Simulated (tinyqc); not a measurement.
Atomic layer deposition: Langmuir saturation, growth per cycle and coating of deep features: one step, computed by the program tinyqc. Command: `OMP_NUM_THREADS=1 python tinyqc.py 3001110 3001111 out.jsonl ald walk`. One thread of a shared host (Intel(R) Xeon(R) Processor @ 2.30GHz), about 0.05 s of CPU time with the checks.

Precursor A sticks only on free sites, so a long enough pulse saturates; co-reactant B then frees the sites again.

Problem. Exposure for a deep feature. Diffusion-limited filling (Gordon) of a round hole of diameter w: a saturation front at depth z needs dz/dt = D_K n/(z (4q/w)), with Knudsen D_K = w c/3 and F = n c/4; including the entrance and floor terms, t = (q/F)(1 + 19a/4 + 3a^2/2). Reaction-limited filling needs ln(100)/k_a at any depth, k_a = beta F/q. Flow is molecular. The front picture holds when the modulus a sqrt(beta) is well above 1. Depth reached by the given pulse: solve the same formula for a. Exposure = p x diffusion-limited time; 1 langmuir = 1.33322e-4 Pa s.

Inputs (values chosen for the exercise, modelled on zinc oxide from diethylzinc and water):
```
quantity,value,unit
site density q,6.7,1/nm^2
sticking probability beta on free sites,0.03,-
precursor pressure p,5.8,Pa
temperature T,250,C
pulse time t,0.065,s
aspect ratio a,81,-
```

Feature: round hole.

flux F = 59999.54 1/(nm^2 s)

Give: diffusion-limited time; exposure; modulus; aspect ratio reached by the front in time t.

Solution.

diffusion-limited time = 1.142 s

exposure = 49683 langmuir

modulus = 14.03

aspect ratio reached by the front in time t = 18.16
